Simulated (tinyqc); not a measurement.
Worked calculation: Koster-Slater impurity in an sp3s* host. Values are carried at full precision from step to step, so a last printed digit may differ when a step is redone from the rounded ones.

sp3s* tight binding, nearest neighbours only: anion (a) at 0, cation (c) at a/4 (1,1,1), orbitals s, px, py, pz, s* on each; k in units of 2 pi/a. With phases e_j = exp(i (pi/2) k.n_j) for n = (1,1,1), (1,-1,-1), (-1,1,-1), (-1,-1,1): g0 = (e1+e2+e3+e4)/4, g1 = (e1+e2-e3-e4)/4, g2 = (e1-e2+e3-e4)/4, g3 = (e1-e2-e3+e4)/4. The diagonal holds the levels Esa, Epa, Exa (s*) and Esc, Epc, Exc. Anion-cation block: <sa|sc> = Vss g0; <sa|xc> = Vsapc g1; <xa|sc> = -Vscpa g1; <xa|xc> = Vxx g0; <xa|yc> = <ya|xc> = Vxy g3, <xa|zc> = <za|xc> = Vxy g2, <ya|zc> = <za|yc> = Vxy g1; <s*a|xc> = Vxapc g1; <xa|s*c> = -Vpaxc g1; y and z take g2 and g3 in place of g1; s-s* and s*-s* vanish.

Inputs chosen for the exercise (out of a larger set: near a published set for GaAs; not measured data):
- p = (-8.333, 1.03, -2.673, 3.705, 8.559, 6.762, -6.413, 1.962, 5.128, 4.486, 5.741, 4.812, 4.86) eV (order Esa, Epa, Esc, Epc, Exa, Exc, Vss, Vxx, Vxy, Vsapc, Vscpa, Vxapc, Vpaxc)
- N = 5 (mesh)
- V = 25.6 eV (shift of the p levels)

## The gap of the host

Gaps from the top of the valence band to Gamma, to the minimum on (x,0,0) from 0.5 to 1, and to L; the smallest is Eg.

top of the valence band on the scale of the parameters = -0.0070 eV

gaps (eV): Gamma 1.5137, Delta 2.0776, L 1.6632

Eg (smallest gap of the host) = 1.5137 eV

## Where the weight lies

A defect on an anion site (a) shifts the s level there by Vs or the three p levels by Vp and leaves the rest. A level in the gap solves 1/Vs = G_s(E) (symmetry A1) or 1/Vp = G_p(E) (T2, threefold), with G(E) = (1/N^3) sum over k and bands of w/(E - e), where w is the weight of the state on the s orbital of that site, or the mean weight on its px, py, pz. Mesh: k = f1 (-1,1,1) + f2 (1,-1,1) + f3 (1,1,-1), f = (j + 1/2)/N, j = 0 to N - 1. Energies from the top of the valence band at Gamma; the s* orbital of the site is left as it is. An infinite shift removes the s or p orbitals, the model of the ideal vacancy: G(E) = 0.

For each band: mean energy over the mesh and summed weights; each column of weights adds to one.

Bands:

| band | mean energy (eV) | s weight | p weight |
|---|---|---|---|
| 1 | -10.827 | 0.7659 | 0.0059 |
| 2 | -6.132 | 0.0848 | 0.1357 |
| 3 | -2.301 | 0.0037 | 0.2134 |
| 4 | -1.830 | 0.0017 | 0.2201 |
| 5 | 2.170 | 0.1113 | 0.0394 |
| 6 | 3.019 | 0.0203 | 0.0602 |
| 7 | 6.580 | 0.0001 | 0.1111 |
| 8 | 7.002 | 0.0002 | 0.1137 |
| 9 | 9.524 | 0.0021 | 0.0854 |
| 10 | 11.385 | 0.0100 | 0.0152 |

The filled bands hold 0.856 of the s orbital and 0.575 of each p orbital of the anion. Filled states add positive terms to G in the gap and empty ones negative terms.

## Green functions across the gap

G at nine energies E = Eg j/8.

G(E) (1/eV):

| E (eV) | G_s | G_p |
|---|---|---|
| 0.0000 | 0.03030 | 0.23403 |
| 0.1892 | 0.02248 | 0.17491 |
| 0.3784 | 0.01364 | 0.13964 |
| 0.5676 | 0.00332 | 0.11199 |
| 0.7568 | -0.00920 | 0.08783 |
| 0.9461 | -0.02511 | 0.06503 |
| 1.1353 | -0.04654 | 0.04187 |
| 1.3245 | -0.07806 | 0.01614 |
| 1.5137 | -0.13250 | -0.01676 |

Both fall with E, as dG/dE = -sum w/(E - e)^2 demands. G_s changes sign, so the vacancy has a level of this symmetry in the gap. G_p changes sign, so the vacancy has a level of this symmetry in the gap.

## A first estimate from the table

A defect that shifts the p level of its anion site by V has a level where the host Green function G_p(E) equals 1/V; E is counted from the top of the valence band. Find it by linear interpolation between the two rows that bracket it.

1/V = 0.03906 1/eV
estimated level = 1.156 eV

## The level and its weight on the defect

Solve by bisection with the full sum. The weight of the bound state on the shifted orbital is G^2/(-G'), which is also dE/dV.

level = 1.1573 eV
G'(E) = -0.12835 1/eV^2
weight on the defect orbital = 0.0119

The level lies 1.157 eV above the valence band and 0.356 eV below the conduction band. Only 1.2 % of it sits on the shifted orbital, the rest on other orbitals, so a shift of 1 eV moves the level by about 12 meV.

## Checks

- Sum of the s weights over all bands against one: both 1.00000.
- First moment of the s weights against the s level of the site, on the scale of the parameters: both -8.33300.

Run: tinyqc, `OMP_NUM_THREADS=1 python tinyqc.py 1452642 1452643 out.jsonl`; Intel(R) Xeon(R) Processor @ 2.30GHz, one thread, shared host; about 0.01 s of CPU time with all checks.
